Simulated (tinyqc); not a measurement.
Sputter depth profiling of a dopant layer: erosion rate, quantification and the mixing-roughness response. Inputs raised by 2 %, one at a time. Computed by tinyqc, a small Python program. Command: `OMP_NUM_THREADS=1 python tinyqc.py 3013765 3013766 out.jsonl sims sens`. One thread of a shared host (Intel(R) Xeon(R) Processor @ 2.30GHz), about 0.1 s of CPU time with the checks.

A rastered ion beam erodes silicon (49.94 atoms per nm^3). The measured profile is the true one convolved with a depth response.

Inputs (values chosen for the exercise, modelled on a dopant in silicon under an oxygen or caesium beam):
```
quantity                               value    unit
beam energy E                            1.7     keV
beam current                             250      nA
raster side                              300      um
sputter yield at 1 keV                     1       -
mixing length at 1 keV                   1.5      nm
roughness sigma                            1      nm
depth of the top edge z0                  27      nm
box width b                              2.2      nm
box concentration C                  7.4e+18  1/cm^3
relative sensitivity factor RSF      1.1e+21  1/cm^3
matrix count rate                    4.7e+06     1/s
background count rate                   0.32     1/s
counting time per point                    1       s
level that defines the junction C_B    8e+16  1/cm^3
```

True profile: box.

Constants: e = 1.602176634e-19 C.

Method:
- Scaling chosen for the exercise: yield Y = Y1 E^0.5, mixing length w = w1 E^0.5 (E in keV).
- Erosion rate = Y I/(e x raster^2 x density); depth step = rate x counting time; concentration = RSF x counts/matrix counts; detection limit = RSF x 3 sqrt(background x time)/(matrix rate x time).
- Mixing alone turns a layer at z0 into (1/w) exp(-(z - z0 + w)/w) for z > z0 - w; roughness adds a Gaussian of width sigma. With x = z - z0 + w: g(x) = (1/(2w)) exp(sigma^2/(2 w^2) - x/w) erfc((sigma/w - x/sigma)/sqrt2), and its integral G(x) = (1/2) erfc(-x/(sigma sqrt2)) - w g(x). Measured: C [G(x) - G(x - b)].
- Find the maximum, the full width at half maximum and the deep point where the profile falls to C_B; far down, the trailing edge decays by w ln(10) per decade.
- Convolution adds means and variances: the response has mean 0 (shift -w plus exponential mean w) and variance w^2 + sigma^2; a box adds the mean b/2 and the variance b^2/12.

Runs; columns: (1) input moved; (2) from; (3) to; (4) peak concentration (1/cm^3); (5) apparent junction depth (nm); (6) erosion rate (nm/s); (7) standard deviation (nm):
```
(1)                                               (2)        (3)         (4)     (5)      (6)     (7)
base run                                            -          -  3.5526e+18  35.586  0.45265  2.2866
beam energy E (keV)                               1.7      1.734  3.5373e+18  35.634  0.45715  2.3032
mixing length at 1 keV (nm)                       1.5       1.53  3.5220e+18  35.682  0.45265  2.3201
roughness sigma (nm)                                1       1.02  3.5251e+18  35.597  0.45265  2.2954
box width b (nm)                                  2.2      2.244  3.6106e+18  35.651  0.45265  2.2901
level that defines the junction C_B (1/cm^3)    8e+16   8.16e+16  3.5526e+18  35.548  0.45265  2.2866
box concentration C (1/cm^3)                  7.4e+18  7.548e+18  3.6236e+18  35.625  0.45265  2.2866
beam current (nA)                                 250        255  3.5526e+18  35.586  0.46170  2.2866
```

Exponents ln(y'/y) / ln(x'/x):
```
input                                peak concentration  apparent junction depth  erosion rate  standard deviation
beam energy E                                    -0.217                    0.068           0.5               0.367
mixing length at 1 keV                           -0.436                    0.136           0.0               0.735
roughness sigma                                  -0.392                    0.015           0.0               0.194
box width b                                       0.819                    0.092           0.0               0.079
level that defines the junction C_B               0.000                   -0.055           0.0               0.000
box concentration C                               1.000                    0.055           0.0               0.000
beam current                                      0.000                    0.000           1.0               0.000
```

To which inputs is each result most sensitive?

Among the inputs moved here: peak concentration answers most in size to box concentration C (exponent +1.000), next to box width b (+0.819); its exponent is below 0.0005 for level that defines the junction C_B, beam current. Its exponent +1.000 in box concentration C: convolution is linear. Apparent junction depth answers most in size to mixing length at 1 keV (exponent +0.136), next to box width b (+0.092); its exponent is below 0.0005 for beam current. Erosion rate answers most in size to beam current (exponent +1.000), next to beam energy E (+0.500); its exponent is below 0.0005 for mixing length at 1 keV, roughness sigma, box width b, level that defines the junction C_B, box concentration C. Its exponent +0.500 in beam energy E: the chosen yield law. Standard deviation answers most in size to mixing length at 1 keV (exponent +0.735), next to beam energy E (+0.367); its exponent is below 0.0005 for level that defines the junction C_B, box concentration C, beam current.

Extremes, crossings and ranges named in words are read from the listed rows.
